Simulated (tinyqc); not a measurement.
Sub-threshold conduction and electro-thermal threshold of an amorphous chalcogenide: the S-shaped curve.

Trap-limited conduction: I = I0 exp(-Ea/kB T) sinh(q V dz/(2 ua kB T)), I0 = 2 q A Nt dz/ta. One lumped temperature T = T0 + Rt I V. The threshold is the largest V for which a steady state exists on the low-current branch.

For each T, V solves Rt I(V, T) V = T - T0.

Parameters, values chosen for the exercise; values of the order of Ge-Sb-Te and related chalcogenides: ambient temperature T0 = 300 K; cross-section A = 1900 nm^2; amorphous thickness ua = 36 nm; distance between traps dz = 4 nm; activation energy Ea = 0.32 eV; trap density Nt = 2.6e19 cm^-3; attempt time ta = 2e-14 s; thermal resistance Rt = 1.2 K/uW.

Constants: q = 1.602176634e-19 C, kB = 1.380649e-23 J/K. Results are converted to the units shown.

The S-shaped curve:
```
T (K),V (V),I (uA),V/I (kohm)
303,2.331,1.073,2173
310,2.751,3.030,907.9
324,3.009,6.646,452.8
348,3.154,12.68,248.8
372,3.200,18.75,170.7
395,3.210,24.66,130.2
443,3.186,37.40,85.20
509,3.120,55.83,55.88
604,3.012,84.11,35.81
727,2.888,123.2,23.44
917,2.751,186.9,14.72
```

V goes from 2.33 through a maximum of 3.21 (at T = 395 K among the rows listed) to 2.75 V, while I rises from 1.07 to 187 uA. The exact threshold is 3.210 V at 394.8 K; beyond it V falls as I rises, a negative differential resistance that a voltage source cannot hold. For T = 509, 604, 727 the layer would crystallise if held at such a temperature. For T = 917 the layer would melt.

Range of the model: Purely electronic switching mechanisms, filaments and series resistance are left out.

Numbers from tinyqc (`OMP_NUM_THREADS=1 python tinyqc.py 2490128 2490129 out.jsonl`; about 0.01 s on one thread of a shared Intel Xeon 2.30GHz).
